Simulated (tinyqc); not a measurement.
Worked calculation: G0W0 on RHF in the 3-21g basis, for H3+, spin multiplicity 1. Computed by tinyqc, a small Python program that keeps every step (integrals from PySCF). Settings: charge = 1, multiplicity = 1, basis = 3-21g, method = RHF, energy threshold = 1e-10, iteration cap = 88, orthogonalisation = symmetric, start = core, DIIS depth = 6. Command: `OMP_NUM_THREADS=1 python tinyqc.py 28889 28890 out.jsonl` (the two numbers bound the seeds that draw the settings). One thread of a shared host (Intel(R) Xeon(R) Processor @ 2.60GHz), about 0.04 s of CPU time with the checks. The early iterations of the SCF are left out here.

## One-electron integrals

Geometry (angstrom):
```
atom        x        y        z
H     0.00000  0.00000  0.00000
H     0.00000  0.00000  0.88800
H     0.00000  0.84600  0.44400
```

Basis 3-21g: exponents (1/bohr^2) and contraction coefficients of normalised primitives:
```
element  l (shell)  exponent  coefficient
H            s (1)   5.44718      0.15628
H            s (1)   0.82455      0.90469
H            s (2)   0.18319      1.00000
```

Overlap, kinetic and nuclear-attraction integrals over the contracted functions; the nuclear repulsion is the sum of Za Zb / Rab.

nuclear repulsion = 1.7036427 hartree

overlap S, lower triangle:
```
         1H 1s    1H 2s    2H 1s    2H 2s    3H 1s    3H 2s
1H 1s  1.00000
1H 2s  0.64590  1.00000
2H 1s  0.27726  0.42190  1.00000
2H 2s  0.42190  0.77265  0.64590  1.00000
3H 1s  0.22869  0.39451  0.22869  0.39451  1.00000
3H 2s  0.39451  0.74186  0.39451  0.74186  0.64590  1.00000
```

kinetic energy T (hartree), lower triangle:
```
         1H 1s    1H 2s    2H 1s    2H 2s    3H 1s    3H 2s
1H 1s  1.54940
1H 2s  0.29315  0.27479
2H 1s  0.05581  0.13697  1.54940
2H 2s  0.13697  0.17581  0.29315  0.27479
3H 1s  0.00914  0.12005  0.00914  0.12005  1.54940
3H 2s  0.12005  0.16328  0.12005  0.16328  0.29315  0.27479
```

nuclear attraction V (hartree), lower triangle:
```
          1H 1s     1H 2s     2H 1s     2H 2s     3H 1s     3H 2s
1H 1s  -2.86910
1H 2s  -1.51550  -1.67519
2H 1s  -0.77300  -1.03045  -2.86910
2H 2s  -1.03045  -1.37190  -1.51550  -1.67519
3H 1s  -0.62479  -0.95121  -0.62479  -0.95121  -2.82770
3H 2s  -0.96291  -1.31810  -0.96291  -1.31810  -1.49110  -1.65535
```

core Hamiltonian H = T + V (hartree), lower triangle:
```
          1H 1s     1H 2s     2H 1s     2H 2s     3H 1s     3H 2s
1H 1s  -1.31970
1H 2s  -1.22235  -1.40040
2H 1s  -0.71720  -0.89348  -1.31970
2H 2s  -0.89348  -1.19609  -1.22235  -1.40040
3H 1s  -0.61565  -0.83116  -0.61565  -0.83116  -1.27829
3H 2s  -0.84285  -1.15482  -0.84285  -1.15482  -1.19795  -1.38056
```

## Two-electron integrals

Functions are numbered as in S; the eight-fold symmetry (ij|kl) = (ji|kl) = (kl|ij) leaves the list below.

Two-electron integrals (ij|kl) in chemists' order, unique and non-zero (hartree):
```
(11|11) 1.14014   (21|11) 0.61140   (21|21) 0.34515   (22|11) 0.62637
(22|21) 0.38033   (22|22) 0.48296   (31|11) 0.24716   (31|21) 0.14203
(31|22) 0.16037   (31|31) 0.07978   (32|11) 0.27140   (32|21) 0.16590
(32|22) 0.21088   (32|31) 0.10005   (32|32) 0.14662   (33|11) 0.58235
(33|21) 0.36494   (33|22) 0.48386   (33|31) 0.24716   (33|32) 0.39095
(33|33) 1.14014   (41|11) 0.39095   (41|21) 0.22177   (41|22) 0.24636
(41|31) 0.10005   (41|32) 0.11975   (41|33) 0.27140   (41|41) 0.14662
(42|11) 0.45106   (42|21) 0.27608   (42|22) 0.35772   (42|31) 0.13264
(42|32) 0.18665   (42|33) 0.45106   (42|41) 0.18665   (42|42) 0.28832
(43|11) 0.36494   (43|21) 0.22732   (43|22) 0.30182   (43|31) 0.14203
(43|32) 0.22177   (43|33) 0.61140   (43|41) 0.16590   (43|42) 0.27608
(43|43) 0.34515   (44|11) 0.48386   (44|21) 0.30182   (44|22) 0.41133
(44|31) 0.16037   (44|32) 0.24636   (44|33) 0.62637   (44|41) 0.21088
(44|42) 0.35772   (44|43) 0.38033   (44|44) 0.48296   (51|11) 0.19798
(51|21) 0.11456   (51|22) 0.13083   (51|31) 0.05323   (51|32) 0.06481
(51|33) 0.14554   (51|41) 0.07691   (51|42) 0.10102   (51|43) 0.08987
(51|44) 0.11532   (51|51) 0.05402   (52|11) 0.24222   (52|21) 0.14911
(52|22) 0.19259   (52|31) 0.07126   (52|32) 0.09727   (52|33) 0.22578
(52|41) 0.10141   (52|42) 0.15425   (52|43) 0.14037   (52|44) 0.18561
(52|51) 0.07627   (52|52) 0.12812   (53|11) 0.14554   (53|21) 0.08987
(53|22) 0.11532   (53|31) 0.05323   (53|32) 0.07691   (53|33) 0.19798
(53|41) 0.06481   (53|42) 0.10102   (53|43) 0.11456   (53|44) 0.13083
(53|51) 0.04497   (53|52) 0.07276   (53|53) 0.05402   (54|11) 0.22578
(54|21) 0.14037   (54|22) 0.18561   (54|31) 0.07126   (54|32) 0.10141
(54|33) 0.24222   (54|41) 0.09727   (54|42) 0.15425   (54|43) 0.14911
(54|44) 0.19259   (54|51) 0.07276   (54|52) 0.12631   (54|53) 0.07627
(54|54) 0.12812   (55|11) 0.54573   (55|21) 0.34457   (55|22) 0.46706
(55|31) 0.16696   (55|32) 0.23692   (55|33) 0.54573   (55|41) 0.23692
(55|42) 0.38192   (55|43) 0.34457   (55|44) 0.46706   (55|51) 0.19798
(55|52) 0.36436   (55|53) 0.19798   (55|54) 0.36436   (55|55) 1.14014
(61|11) 0.36436   (61|21) 0.20684   (61|22) 0.23007   (61|31) 0.08895
(61|32) 0.10550   (61|33) 0.23517   (61|41) 0.13482   (61|42) 0.17063
(61|43) 0.14541   (61|44) 0.18969   (61|51) 0.07627   (61|52) 0.10183
(61|53) 0.06121   (61|54) 0.09627   (61|55) 0.24222   (61|61) 0.12812
(62|11) 0.42847   (62|21) 0.26256   (62|22) 0.34123   (62|31) 0.11765
(62|32) 0.16085   (62|33) 0.37712   (62|41) 0.17374   (62|42) 0.26365
(62|43) 0.23415   (62|44) 0.31506   (62|51) 0.10497   (62|52) 0.16685
(62|53) 0.09800   (62|54) 0.16334   (62|55) 0.42847   (62|61) 0.16685
(62|62) 0.26580   (63|11) 0.23517   (63|21) 0.14541   (63|22) 0.18969
(63|31) 0.08895   (63|32) 0.13482   (63|33) 0.36436   (63|41) 0.10550
(63|42) 0.17063   (63|43) 0.20684   (63|44) 0.23007   (63|51) 0.06121
(63|52) 0.09627   (63|53) 0.07627   (63|54) 0.10183   (63|55) 0.24222
(63|61) 0.09461   (63|62) 0.15118   (63|63) 0.12812   (64|11) 0.37712
(64|21) 0.23415   (64|22) 0.31506   (64|31) 0.11765   (64|32) 0.17374
(64|33) 0.42847   (64|41) 0.16085   (64|42) 0.26365   (64|43) 0.26256
(64|44) 0.34123   (64|51) 0.09800   (64|52) 0.16334   (64|53) 0.10497
(64|54) 0.16685   (64|55) 0.42847   (64|61) 0.15118   (64|62) 0.25480
(64|63) 0.16685   (64|64) 0.26580   (65|11) 0.34457   (65|21) 0.21611
(65|22) 0.29227   (65|31) 0.10396   (65|32) 0.14766   (65|33) 0.34457
(65|41) 0.14766   (65|42) 0.23776   (65|43) 0.21611   (65|44) 0.29227
(65|51) 0.11456   (65|52) 0.20684   (65|53) 0.11456   (65|54) 0.20684
(65|55) 0.61140   (65|61) 0.14911   (65|62) 0.26256   (65|63) 0.14911
(65|64) 0.26256   (65|65) 0.34515   (66|11) 0.46706   (66|21) 0.29227
(66|22) 0.40185   (66|31) 0.13608   (66|32) 0.19646   (66|33) 0.46706
(66|41) 0.19646   (66|42) 0.32226   (66|43) 0.29227   (66|44) 0.40185
(66|51) 0.13083   (66|52) 0.23007   (66|53) 0.13083   (66|54) 0.23007
(66|55) 0.62637   (66|61) 0.19259   (66|62) 0.34123   (66|63) 0.19259
(66|64) 0.34123   (66|65) 0.38033   (66|66) 0.48296
```

## Orthogonalisation

S = U s U^T; symmetric (Loewdin) form X = U s^(-1/2) U^T, so that X^T S X = 1.

eigenvalues of S: 0.14108  0.16017  0.45757  0.80900  0.89565  3.53652

X, lower triangle:
```
          1H 1s     1H 2s     2H 1s     2H 2s     3H 1s    3H 2s
1H 1s   1.24857
1H 2s  -0.49321   1.89157
2H 1s  -0.06348   0.02679   1.24857
2H 2s   0.02679  -0.57049  -0.49321   1.89157
3H 1s  -0.03302   0.01879  -0.03302   0.01879   1.24479
3H 2s   0.02306  -0.47742   0.02306  -0.47742  -0.49092  1.81449
```

## Starting guess

The start is the orbitals of the core Hamiltonian; D = 2 C_occ C_occ^T.

D at the start, lower triangle:
```
         1H 1s    1H 2s    2H 1s    2H 2s    3H 1s    3H 2s
1H 1s  0.25164
1H 2s  0.08792  0.03072
2H 1s  0.25164  0.08792  0.25164
2H 2s  0.08792  0.03072  0.08792  0.03072
3H 1s  0.22821  0.07973  0.22821  0.07973  0.20695
3H 2s  0.08065  0.02818  0.08065  0.02818  0.07314  0.02585
```

## Iteration 6 (converged): orbitals

converged F (hartree), lower triangle:
```
          1H 1s     1H 2s     2H 1s     2H 2s     3H 1s     3H 2s
1H 1s  -0.35974
1H 2s  -0.78032  -0.78614
2H 1s  -0.61072  -0.67675  -0.35974
2H 2s  -0.67675  -0.75696  -0.78032  -0.78614
3H 1s  -0.55586  -0.63653  -0.55586  -0.63653  -0.32653
3H 2s  -0.64933  -0.73833  -0.64933  -0.73833  -0.75185  -0.76574
```

Diagonalise F' = X^T F X, C = X C', fill 1 alpha and 1 beta electrons from the bottom; D = 2 C_occ C_occ^T. Each column has its largest component positive (the first on a tie).

F' = X^T F X (hartree), lower triangle:
```
          1         2         3         4         5         6
1   0.24349
2  -0.60736  -0.01705
3  -0.32201  -0.11090   0.24349
4  -0.11090  -0.17323  -0.60736  -0.01705
5  -0.25685  -0.11112  -0.25685  -0.11112   0.24578
6  -0.11129  -0.16677  -0.11129  -0.16677  -0.60134  -0.02251
```

orbital energies (hartree): MO1 -1.16308, MO2 -0.20792, MO3 -0.17615, MO4 0.49254, MO5 0.83293, MO6 0.89783

coefficients C:
```
           MO1       MO2       MO3       MO4       MO5       MO6
1H 1s  0.28784  -0.13467   0.21053   0.67710   0.50315  -0.97551
1H 2s  0.17248  -0.62312   1.24218  -0.56986  -0.68331   1.27399
2H 1s  0.28784  -0.13467  -0.21053   0.67710   0.50315   0.97551
2H 2s  0.17248  -0.62312  -1.24218  -0.56986  -0.68331  -1.27399
3H 1s  0.27287   0.26027   0.00000   0.62282  -1.12395   0.00000
3H 2s  0.16831   1.29069   0.00000  -0.43784   1.45065   0.00000
```

D after iteration 6, lower triangle:
```
         1H 1s    1H 2s    2H 1s    2H 2s    3H 1s    3H 2s
1H 1s  0.16571
1H 2s  0.09929  0.05950
2H 1s  0.16571  0.09929  0.16571
2H 2s  0.09929  0.05950  0.09929  0.05950
3H 1s  0.15709  0.09413  0.15709  0.09413  0.14892
3H 2s  0.09689  0.05806  0.09689  0.05806  0.09185  0.05665
```

## Convergence

Stop when the energy changes by less than 1e-10 hartree and every element of the error matrix X^T (F D S - S D F) X is below 3e-06.

Course of the cycle:
```
iteration  E (hartree)     change  largest element of the error matrix
1           -1.2382475          -                             9.37e-02
2           -1.2625905  -2.43e-02                             1.51e-02
3           -1.2632752  -6.85e-04                             2.09e-04
4           -1.2632753  -6.79e-08                             1.10e-05
5           -1.2632753  -2.66e-10                             2.39e-07
6           -1.2632753  -1.70e-13                             1.37e-09
```

PySCF RHF in the same basis = -1.2632753 hartree

Converged in 6 iterations.

## Populations, bond orders and dipole

Mulliken: Z minus the diagonal of D S on the atom; Loewdin: the same with S^(1/2) D S^(1/2); Mayer order: 2 sum_s sum (D(s) S)_ij (D(s) S)_ji over the two atoms.

Charges (e):
```
atom  Mulliken  Loewdin
1H     0.31647  0.31671
2H     0.31647  0.31671
3H     0.36705  0.36658
```

Mayer bond orders:
```
pair    order
2-1   0.46721
3-1   0.43264
3-2   0.43264
```

dipole moment about the origin, x y z (debye): 0.00000  1.49729  2.13262

## Integrals over molecular orbitals

(pq|rs) = sum C_ip C_jq C_kr C_ls (ij|kl), one index at a time.

one-electron integrals over orbitals h = C^T H C (hartree), lower triangle:
```
          1         2         3         4         5         6
1  -1.80384
2   0.00926  -1.06509
3   0.00000   0.00000  -1.02795
4  -0.13363   0.00864   0.00000  -0.40720
5  -0.00290   0.21999   0.00000  -0.01111  -0.20253
6   0.00000   0.00000   0.22142   0.00000   0.00000  -0.17505
```

Two-electron integrals over orbitals (pq|rs), unique and non-zero (hartree):
```
(11|11) 0.64076    (21|11) -0.00926   (21|21) 0.10038    (22|11) 0.47877
(22|21) 0.04587    (22|22) 0.45436    (31|31) 0.09352    (32|31) -0.04076
(32|32) 0.03381    (33|11) 0.47266    (33|21) -0.04552   (33|22) 0.37052
(33|33) 0.44076    (41|11) 0.13363    (41|21) -0.00498   (41|22) 0.06086
(41|33) 0.05727    (41|41) 0.07249    (42|11) -0.00681   (42|21) -0.00353
(42|22) -0.00658   (42|33) 0.00170    (42|41) -0.00509   (42|42) 0.03202
(43|31) -0.00973   (43|32) 0.00538    (43|43) 0.03533    (44|11) 0.48611
(44|21) -0.01144   (44|22) 0.39407    (44|33) 0.39693    (44|41) 0.07202
(44|42) -0.00227   (44|44) 0.40926    (51|11) 0.00290    (51|21) -0.07452
(51|22) -0.03753   (51|33) 0.03153    (51|41) 0.00364    (51|42) -0.02863
(51|44) 0.00540    (51|51) 0.08965    (52|11) -0.14726   (52|21) -0.03350
(52|22) -0.09369   (52|33) -0.06277   (52|41) -0.06484   (52|42) -0.01140
(52|44) -0.08129   (52|51) 0.04403    (52|52) 0.10005    (53|31) 0.02866
(53|32) -0.00935   (53|43) 0.01042    (53|53) 0.01970    (54|11) 0.00738
(54|21) -0.08706   (54|22) -0.04098   (54|33) 0.03925    (54|41) 0.00471
(54|42) -0.00083   (54|44) 0.01030    (54|51) 0.07308    (54|52) 0.03369
(54|54) 0.08911    (55|11) 0.56256    (55|21) 0.07685    (55|22) 0.49282
(55|33) 0.39261    (55|41) 0.11474    (55|42) 0.00952    (55|44) 0.44131
(55|51) -0.08382   (55|52) -0.16939   (55|54) -0.07978   (55|55) 0.62200
(61|31) -0.07458   (61|32) 0.03520    (61|43) -0.02618   (61|53) -0.03687
(61|61) 0.09694    (62|31) 0.03560    (62|32) -0.01324   (62|43) 0.01136
(62|53) 0.02075    (62|61) -0.04434   (62|62) 0.02579    (63|11) -0.14800
(63|21) 0.03667    (63|22) -0.06516   (63|33) -0.08517   (63|41) -0.06650
(63|42) 0.01504    (63|44) -0.08449   (63|51) -0.03916   (63|52) 0.04755
(63|54) -0.03480   (63|55) -0.09249   (63|63) 0.09384    (64|31) -0.08568
(64|32) 0.03881    (64|43) 0.00216    (64|53) -0.03097   (64|61) 0.08081
(64|62) -0.03819   (64|64) 0.09521    (65|31) -0.06290   (65|32) 0.03549
(65|43) -0.01113   (65|53) -0.02588   (65|61) 0.07265    (65|62) -0.03221
(65|64) 0.07075    (65|65) 0.06245    (66|11) 0.58491    (66|21) -0.07888
(66|22) 0.40932    (66|33) 0.48443    (66|41) 0.12735    (66|42) -0.02043
(66|44) 0.46371    (66|51) 0.07577    (66|52) -0.10225   (66|54) 0.07853
(66|55) 0.46176    (66|63) -0.16918   (66|66) 0.63727
```

## Screening: direct RPA

With D = e_a - e_i and K = (ia|jb): diagonalise D^(1/2) (D + 4K) D^(1/2) = Z w^2 Z^T; X + Y = D^(1/2) Z w^(-1/2), each column of Z with its largest component positive (the first on a tie); E_c = (sum w - tr (D + 2K)) / 2.

D^(1/2) (D + 4K) D^(1/2) (hartree^2), lower triangle:
```
          1>2       1>3      1>4      1>5      1>6
1>2   1.29584
1>3   0.00000   1.34323
1>4  -0.02504   0.00000  3.22111
1>5  -0.41159   0.00000  0.02647  4.69982
1>6   0.00000  -0.42545  0.00000  0.00000  5.04648
```

excitation energies w (hartree): 1.11649  1.13797  1.79466  2.17932  2.25715

X + Y:
```
           1        2         3         4         5
1>2  0.91839  0.00000  -0.00632  -0.07842   0.00000
1>3  0.00000  0.92534   0.00000   0.00000  -0.07451
1>4  0.01340  0.00000   0.96025   0.01668   0.00000
1>5  0.15812  0.00000  -0.02142   0.95010   0.00000
1>6  0.00000  0.15165   0.00000   0.00000   0.94945
```

RPA correlation energy = -0.0374969 hartree

## G0W0 on Hartree-Fock: HOMO

W(p,q,m) = sqrt2 sum_ia (pq|ia) (X+Y)_ia,m; Sigma_c(x) = sum_(i,m) W^2/(x - e_i + w_m) + sum_(a,m) W^2/(x - e_a - w_m); solve x = e_p + Sigma_c(x) by Newton steps; Z = 1/(1 - dSigma/dx); 1 hartree = 27.211386 eV.

The 12 largest terms at x = e_p (hartree; W for the signs of X + Y given):
```
q  m         W      term
1  3   0.18147   0.01835
2  1   0.11361  -0.00623
3  2   0.10639  -0.00533
6  5   0.13802  -0.00441
5  4   0.12881  -0.00397
2  4  -0.11138  -0.00396
3  5  -0.10999  -0.00373
4  3   0.09837  -0.00280
5  1  -0.07667  -0.00189
6  2  -0.07681  -0.00184
1  1  -0.00884   0.00007
1  4   0.00808  3.00e-05
```

Newton steps (hartree):
```
step         x  Sigma_c(x)        Z
0     -1.16308    -0.01575  0.97827
1     -1.17849    -0.01541  0.97823
2     -1.17849    -0.01541  0.97823
```

quasiparticle energy of the HOMO = -32.06831 eV

Hartree-Fock value = -31.64900 eV

## G0W0 on Hartree-Fock: LUMO

As before.

The 12 largest terms at x = e_p (hartree; W for the signs of X + Y given):
```
q  m         W      term
1  1   0.11361   0.00623
1  4  -0.11138   0.00396
2  3   0.08337  -0.00387
5  3  -0.08909  -0.00280
2  1   0.05233  -0.00245
3  2  -0.04579  -0.00179
2  4  -0.05408  -0.00134
6  5  -0.06329  -0.00119
5  4   0.06135  -0.00117
3  5   0.05156  -0.00116
6  2   0.03708  -0.00061
5  1  -0.03489  -0.00056
```

Newton steps (hartree):
```
step         x  Sigma_c(x)        Z
0     -0.20792    -0.00735  0.98644
1     -0.21517    -0.00725  0.98650
2     -0.21517    -0.00725  0.98650
```

quasiparticle energy of the LUMO = -5.85510 eV

Hartree-Fock value = -5.65787 eV
